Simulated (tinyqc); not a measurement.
MOS structure on a p-type body with a doping step, non-linear Poisson equation by Newton steps: one step of the calculation.

One dimension, insulator interface at x = 0, acceptor density N1 for x < x1 and Na beyond, net doping C = -(acceptor density). psi is counted from the intrinsic level: n = ni exp((psi - Vb)/Vt), p = ni exp(-psi/Vt); deep in the body psi_b = -Vt ln(Na/ni). The gate acts through Cox = eps0 eox/tox and has the potential psi_G = Vg - (phiM - chi - Vt ln(Nc/ni)). Boltzmann statistics, full ionisation, classical densities, no oxide or interface charge.

Task. Newton step. Solve the tridiagonal system a_(i-1) d_(i-1) + b_i d_i + a_i d_(i+1) = -F_i for nodes 0 to 14, with d = 0 on fixed nodes. Each component d is damped to sign(d) Vt ln(1 + |d|/Vt) before it is added.

Inputs (values chosen for the exercise):
- T = 400 K (temperature)

Constants: q = 1.602176634e-19 C, kB = 1.380649e-23 J/K, Vt = kB T/q. Results are converted to the units shown.

coupling a_i, interval 0 to 14 (F/cm^2): 1.2838572e-5  9.4228054e-6  6.9869781e-6  5.1354289e-6  3.7760507e-6  2.7609833e-6  2.0541716e-6  1.5104203e-6  1.1163976e-6  8.1514745e-7  6.0416811e-7  4.4270939e-7  3.2709738e-7  2.3885716e-7  1.7708376e-7

```
node  diagonal b (F/cm^2)  residual F (C/cm^2)
0           -1.3528734e-5         1.2339176e-6
1           -2.2832399e-5                   ~0
2           -1.7183231e-5                   ~0
3           -1.3170791e-5                   ~0
4           -1.0337523e-5                   ~0
5           -8.4827378e-6                   ~0
6           -7.4497104e-6                   ~0
7           -7.1297014e-6                   ~0
8           -7.4608647e-6                   ~0
9           -8.5179338e-6                   ~0
10          -1.0362302e-5         3.3516982e-8
11          -3.4759860e-6        -3.3516982e-8
12          -4.0690437e-6       -1.2778434e-17
13          -5.0616181e-6       -1.7412371e-17
14          -6.5189250e-6       -2.3637762e-17
```

psi at the start, node 0 to 15 (V): -0.45030996  -0.45030996  -0.45030996  -0.45030996  -0.45030996  -0.45030996  -0.45030996  -0.45030996  -0.45030996  -0.45030996  -0.45030996  -0.39483371  -0.39483371  -0.39483371  -0.39483371  -0.39483371

Give: Newton step d, before damping; psi after iteration 1.

Result.

Newton step d, before damping, node 0 to 14 (V): 0.41423  0.34039  0.26041  0.18137  0.11085  0.05682  0.02297  0.00693  0.00147  0.00045  0.00273  -0.00930  -0.00102  -0.00007  0.00000
psi after iteration 1, node 0 to 15 (V): -0.36185  -0.36805  -0.37632  -0.38708  -0.40071  -0.41674  -0.43271  -0.44400  -0.44887  -0.44986  -0.44768  -0.40307  -0.39584  -0.39490  -0.39484  -0.39483

Program tinyqc, `OMP_NUM_THREADS=1 python tinyqc.py 2080005 2080006 out.jsonl`; Intel Xeon 2.30GHz, shared host, one thread, about 0.4 s.

~0 in a residual or rate marks an entry under 1e-11 of the largest of its column.
